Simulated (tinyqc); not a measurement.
# Delta-doped HEMT, charge control: what changes with what

A two-dimensional electron gas of density ns under a barrier. EF and the subbands are counted from the conduction-band edge of the channel at the interface. Two subbands of a triangular well with an infinite wall, parabolic band, no carriers in the barrier.

Parameters, values chosen for the exercise; material values close to those of InGaP on GaAs:

| symbol | value | unit | meaning |
|---|---|---|---|
| T | 300 | K | temperature |
| d | 44 | nm | barrier thickness from gate to channel |
| ds | 2.6 | nm | undoped spacer next to the channel |
| me | 0.0662 | m0 | electron mass in the channel |
| ec | 12.7 |  | relative permittivity of the channel |
| ebr | 12 |  | relative permittivity of the barrier |
| phiB | 0.934 | eV | barrier height of the gate |
| dEc | 0.131 | eV | conduction-band offset |
| ND | 5.7e12 | cm^-2 | sheet density of the donor plane at ds from the channel |
| eta | 0.6 |  | share of ns that counts in the confining field |
| Nb | 1.3e10 | cm^-2 | depletion charge of the buffer |

Constants: q = 1.602176634e-19 C, kB = 1.380649e-23 J/K, hbar = 1.054571817e-34 J s, m0 = 9.1093837015e-31 kg, Vt = kB T/q, eps0 = 8.8541878128e-14 F/cm where lengths are in cm, hbar^2/(2 m0) = 0.0380998212 eV nm^2. Results are converted to the units shown.

Each table varies one quantity; the others keep the values above.

## Effect of the gate voltage

Fully depleted barrier with eb = ebr: Vp = q ND (d - ds)/(eps0 eb); donors per area ND; Voff = phiB - dEc - Vp. F = q (eta ns + Nb)/(eps0 ec) in eV/nm; E_k = a_k (C F^2/me)^(1/3), a_0 = 2.338107, a_1 = 4.087949, C = hbar^2/(2 m0); D = me m0 q/(pi hbar^2); ns = D Vt [ln(1 + exp((EF - E_0)/Vt)) + ln(1 + exp((EF - E_1)/Vt))], which gives EF = E_0 + Vt ln{2 s/[(1 + u) + sqrt((1 + u)^2 + 4 u s)]} with s = exp(ns/(D Vt)) - 1, u = exp((E_0 - E_1)/Vt). Charge control: ns + Nb = eps0 eb (Vg - Voff - EF)/(q d). Gate capacitance C = q dns/dVg = eps0 eb/(d + dd), dd = (eps0 eb/q) dEF/dns.

The same in every row: Voff (V) = -2.7554.

Results:

| Vg (V) | ns (cm^-2) | EF (eV) | EF - E_0 (eV) | second subband (%) | dd (nm) | C (uF/cm^2) | EF/dEc |
|---|---|---|---|---|---|---|---|
| -2.91 | 1.7458e9 | -0.16438 | -0.17103 | 45.202 | 999.45 | 0.010183 | -1.2548 |
| -2.56 | 2.7220e11 | 0.0061827 | -0.029758 | 27.821 | 13.637 | 0.18434 | 0.047196 |
| -1.86 | 1.1557e12 | 0.11999 | 0.029330 | 12.571 | 6.4522 | 0.21060 | 0.91598 |
| -1.51 | 1.6195e12 | 0.16227 | 0.049132 | 9.9537 | 5.7147 | 0.21372 | 1.2387 |
| -1.16 | 2.0885e12 | 0.20106 | 0.067280 | 8.4705 | 5.2873 | 0.21557 | 1.5348 |
| -0.81 | 2.5609e12 | 0.23765 | 0.084588 | 7.6190 | 5.0043 | 0.21682 | 1.8141 |
| -0.46 | 3.0356e12 | 0.27270 | 0.10141 | 7.1540 | 4.7977 | 0.21774 | 2.0816 |
| -0.11 | 3.5121e12 | 0.30656 | 0.11791 | 6.9438 | 4.6348 | 0.21847 | 2.3402 |
| 0.24 | 3.9900e12 | 0.33946 | 0.13417 | 6.9125 | 4.4990 | 0.21908 | 2.5913 |

Estimate the missing row, Vg = -2.21 V.

Computed row:

| Vg (V) | ns (cm^-2) | EF (eV) | EF - E_0 (eV) | second subband (%) | dd (nm) | C (uF/cm^2) | EF/dEc |
|---|---|---|---|---|---|---|---|
| -2.21 | 7.0166e11 | 0.071240 | 0.0057193 | 17.484 | 8.0323 | 0.20420 | 0.54382 |

With this row back in the table: As Vg goes from -2.91 to 0.24, ns rises from 1.75e9 to 3.99e12 cm^-2, EF rises from -0.164 to 0.339 eV and C rises from 0.0102 to 0.219 uF/cm^2. In the last row C is 90.7 % of eps0 eb/d. The line through the last two rows reaches ns = 0 at Vg = -2.68 V, above Voff = -2.76 V since part of the gate voltage goes into raising EF and into the buffer charge. EF exceeds the band offset for Vg = -1.51, -1.16, -0.81, -0.46, -0.11, 0.24, where the model no longer holds. For Vg = -1.86 EF is within a fifth of the offset, so the levels of an infinite wall are unreliable. The second subband holds over 20 % for Vg = -2.91, -2.56, where the higher subbands left out would add electrons. For Vg = -2.21, -1.86 the band minimum in the barrier comes within 3 Vt of EF or below it, so the barrier is no longer depleted and takes electrons that the model puts in the channel.

## Effect of the sheet density of the donor plane at ds from the channel

Same model as above.

In this table Vg = 0 V.

Effect of the sheet density of the donor plane at ds from the channel:

| ND (cm^-2) | Voff (V) | ns (cm^-2) | EF (eV) | EF - E_0 (eV) | second subband (%) | dd (nm) | C (uF/cm^2) | EF/dEc |
|---|---|---|---|---|---|---|---|---|
| 2.3e12 | -0.63285 | 8.1371e11 | 0.084334 | 0.012210 | 15.927 | 7.4906 | 0.20635 | 0.64377 |
| 2.9e12 | -1.0074 | 1.3034e12 | 0.13403 | 0.035933 | 11.560 | 6.1637 | 0.21181 | 1.0231 |
| 3.6e12 | -1.4444 | 1.8857e12 | 0.18465 | 0.059586 | 9.0119 | 5.4478 | 0.21487 | 1.4095 |
| 4.5e12 | -2.0063 | 2.6433e12 | 0.24384 | 0.087542 | 7.5151 | 4.9641 | 0.21700 | 1.8614 |
| 5.7e12 | -2.7554 | 3.6621e12 | 0.31700 | 0.12305 | 6.9174 | 4.5898 | 0.21867 | 2.4198 |
| 7.2e12 | -3.6918 | 4.9446e12 | 0.40255 | 0.16587 | 7.2109 | 4.2762 | 0.22009 | 3.0729 |
| 9.1e12 | -4.8780 | 6.5792e12 | 0.50412 | 0.21799 | 8.3716 | 3.9780 | 0.22146 | 3.8482 |
| 1.1e13 | -6.0641 | 8.2228e12 | 0.59972 | 0.26787 | 9.9135 | 3.7459 | 0.22253 | 4.5780 |

Read the table: what changes, and by how much?

As ND goes from 2.3e12 to 1.1e13, ns rises from 8.14e11 to 8.22e12 cm^-2, EF rises from 0.0843 to 0.600 eV and C rises from 0.206 to 0.223 uF/cm^2. Voff falls from -0.633 to -6.06 V. EF exceeds the band offset for ND = 2.9e12, 3.6e12, 4.5e12, 5.7e12, 7.2e12, 9.1e12, 1.1e13, where the model no longer holds. For ND = 2.3e12 the band minimum in the barrier comes within 3 Vt of EF or below it, so the barrier is no longer depleted and takes electrons that the model puts in the channel.

Program tinyqc, `OMP_NUM_THREADS=1 python tinyqc.py 2180051 2180052 out.jsonl`; Intel Xeon 2.30GHz, shared host, one thread, about 0.01 s.
